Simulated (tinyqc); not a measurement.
Inside a calculation. Method: CIS on RHF in the 6-31g basis, for H2, spin multiplicity 1. One step of it, computed by the program tinyqc.

Question. CIS matrix, singlets. A(ia,jb) = (e_a - e_i) d_ij d_ab + 2 (ia|jb) - (ij|ab).

orbital energies (hartree): MO1 -0.525508, MO2 0.165302, MO3 0.908622, MO4 1.156749

Two-electron integrals over orbitals (pq|rs), unique and non-zero (hartree):
```
(11|11) 0.566593    (21|21) 0.107472    (22|11) 0.440022    (22|22) 0.400743
(31|11) 0.134005    (31|22) 0.067986    (31|31) 0.094060    (32|21) 0.009704
(32|32) 0.037236    (33|11) 0.503577    (33|22) 0.401857    (33|31) 0.118390
(33|33) 0.472384    (41|21) -0.080522   (41|32) -0.048560   (41|41) 0.110276
(42|11) -0.136888   (42|22) -0.072078   (42|31) -0.080786   (42|33) -0.118118
(42|42) 0.081987    (43|21) -0.119352   (43|32) -0.037032   (43|41) 0.125047
(43|43) 0.172485    (44|11) 0.568529    (44|22) 0.447789    (44|31) 0.170077
(44|33) 0.530877    (44|42) -0.162257   (44|44) 0.629828
```

Give: CIS matrix A, singlet.

Answer.

CIS matrix A, singlet (hartree), lower triangle:
```
         1>2     1>3     1>4
1>2   0.4657
1>3   0.0000  1.1187
1>4  -0.0242  0.0000  1.3343
```
